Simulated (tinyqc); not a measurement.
# Elastic strain and critical thickness of a cubic alloy layer A(1-x)B(x) on a thick substrate, step by step

A worked calculation. Computed by tinyqc, a small Python program that keeps every step. Command: `OMP_NUM_THREADS=1 python tinyqc.py 3027255 3027256 out.jsonl misfit walk`. One thread of a shared host (Intel(R) Xeon(R) Processor @ 2.30GHz), about 0.01 s of CPU time with the checks. Intermediate numbers are printed to about 5 digits and carried at full precision; extremes and crossings named in words are read from the listed rows.

Strain is positive in tension. The layer is coherent with the substrate unless said otherwise.

Inputs (values chosen for the exercise, modelled on Ge(1-x)Si(x) on Ge): fraction x of B = 0.41; lattice constant a_A = 5.658 angstrom; lattice constant a_B = 5.431 angstrom; substrate lattice constant a_S = 5.658 angstrom; layer thickness h = 210 nm; biaxial modulus of the substrate M_S = 142 GPa; substrate thickness t_S = 350 micrometre; wafer diameter W = 300 mm; X-ray wavelength = 1.540593 angstrom; start of the iteration h0/b = 100.

Growth plane: (111). Layer: uncapped. Misfit dislocation: 60-degree.

C11, C12, C44 of A (GPa): [130.3, 48.76, 67.17]

C11, C12, C44 of B (GPa): [165, 63.92, 80.62]

## Alloy by Vegard's rule, and misfit

a = (1 - x) a_A + x a_B, the same rule for each C_ij; misfit f = (a_S - a)/a, the in-plane strain of the coherent layer.

free lattice constant a = 5.56493 angstrom

elastic constants (GPa): C11 144.5270, C12 54.9756, C44 72.6845

misfit f = 0.016724

The layer is stretched in the plane by 1.67 %.

## Biaxial strain, stress and energy

(111): D = 2 (C11 + 2 C12 - 2 C44)/(C11 + 2 C12 + 4 C44), M = 6 C44 (C11 + 2 C12)/(C11 + 2 C12 + 4 C44). The free surface carries no normal stress, so e_perp = -D f; dV/V = 2 f + e_perp; stress = M f; energy per area = M f^2 h (1 GPa nm = 1 J/m^2).

ratio D = 0.40024

normal strain e_perp = -0.0066938

volume strain dV/V = 0.026755

biaxial modulus M = 203.55 GPa

in-plane stress = 3.4043 GPa

strain energy per area = 11.956 J/m^2

## Symmetric X-ray reflection

Reflection 111: d = a_perp/sqrt(3), with a_perp = a (1 + e_perp) for the coherent layer, a for the relaxed layer and a_S for the substrate; sin(theta) = lambda/(2 d).

Bragg angles:
```
crystal         a_perp (angstrom)  theta (degrees)  from substrate (arcsec)
substrate                  5.6580           13.639                      0.0
coherent layer             5.5277           13.967                   1180.8
relaxed layer              5.5649           13.872                    837.5
```

peak separation of the coherent layer = 1180.8 arcsec

The coherent layer lies 1.41 times as far from the substrate peak as a relaxed one, about 1 + D = 1.40: reading its peak as relaxed would overstate the mismatch by that factor.

## Isotropic constants and the prefactor A

Voigt averages: G = (C11 - C12 + 3 C44)/5, B = (C11 + 2 C12)/3, nu = (3 B - 2 G)/(2 (3 B + G)); b = a/sqrt(2). The 60-degree dislocation has cos alpha = 1/2, and cos lambda = sqrt(3)/6 on (111), for glide on an inclined {111} plane. Matthews-Blakeslee: h_c = A [ln(h_c/b) + 1], A = b (1 - nu cos^2 alpha)/(8 pi |f| (1 + nu) cos lambda), the factor 8 pi being that of an uncapped layer.

shear modulus G = 61.52098 GPa

Poisson ratio nu = 0.20797

Burgers vector b = 0.39350 nm

prefactor A = 2.5451 nm

## Critical thickness by fixed-point iteration

Start at h0, put the right side back in, and stop when the change is below 1e-9 h or h turns negative.

Iteration:
```
step  h in (nm)  h out (nm)  change (nm)
1        39.350      14.266  -2.5084e+01
2        14.266      11.683  -2.5824e+00
3        11.683      11.175  -5.0824e-01
4        11.175      11.062  -1.1320e-01
5        11.062      11.036  -2.5911e-02
6        11.036      11.030  -5.9686e-03
7        11.030      11.029  -1.3768e-03
...         ...         ...          ...
10       11.028      11.028  -1.6921e-05
11       11.028      11.028  -3.9050e-06
12       11.028      11.028  -9.0120e-07
13       11.028      11.028  -2.0798e-07
14       11.028      11.028  -4.7998e-08
15       11.028      11.028  -1.1077e-08
16       11.028      11.028  -2.5563e-09
```

critical thickness h_c (Matthews-Blakeslee) = 11.028 nm

Converged; near the root each step shrinks the error by A/h_c = 0.231. h_c is 28.0 Burgers vectors.

## Equilibrium strain at the thickness h

For h > h_c the same force balance gives the strain left, |e| = |f| A [ln(h/b) + 1]/h, and below h_c e = f; relaxation = 1 - e/f; dislocations per length across each line direction = (|f| - |e|)/(b cos lambda), times 2/3 for the three line sets on (111).

strain left e = 0.0014755

relaxation = 91.177 %

dislocation line density = 89.493 1/micrometre

h is 19.04 h_c: in equilibrium dislocations lie 11.2 nm apart; slow nucleation and glide can keep a real layer more strained.

## Wafer curvature of the coherent layer

Stoney: curvature = 6 |stress| h/(M_S t_S^2); radius = 1/curvature; bow = curvature W^2/8.

curvature = 0.24659 1/m

radius of curvature = 4.0554 m

bow = 2774.1 micrometre

Caution: M_S is near the value for a (001) wafer; a (111) wafer is stiffer and bends less. Caution: the curvature assumes a coherent layer, but h exceeds h_c. Caution: a bow above a fifth of the wafer thickness is beyond Stoney's small-deflection limit.

## Force balance against energy balance

People-Bean: h_c = P ln(h_c/b), P = (1 - nu)/(1 + nu) b^2/(16 pi sqrt(2) a f^2). The misfit is scaled by 0.25, 0.4, 0.6, 1, 1.5, 2.2 at fixed a, b and nu; the upper root is taken, and rows with A < 1.3 b or P < 3 b, where the roots shrink to the core size or vanish, are left out.

Critical thickness:
```
|f| (%)  Matthews-Blakeslee (nm)  People-Bean (nm)   ratio
0.4181                    61.630            1174.7  19.060
0.6690                    34.901             396.6  11.363
1.0035                    21.141             151.8   7.180
1.6724                    11.028              43.1   3.907
2.5087                     6.439              14.8   2.297
3.6794                     3.772               4.7   1.247
```

The exponents d ln h_c/d ln f are -1.21 and -2.31 between the first rows, steeper than the -1 and -2 of the prefactors because of the logarithm. The ratio falls from 19.1 to 1.25 as the misfit grows. Where People-Bean lies above, a layer between the lines is metastable: dislocations would lower the energy but have to be nucleated. Above about 2 % misfit islands may come first.

Checks made by the program: D and M against the full stiffness tensor (relative difference below 1e-10); h_c against the Lambert function, -A W_(-1)(-b/(A e)) (relative difference below 1e-10).
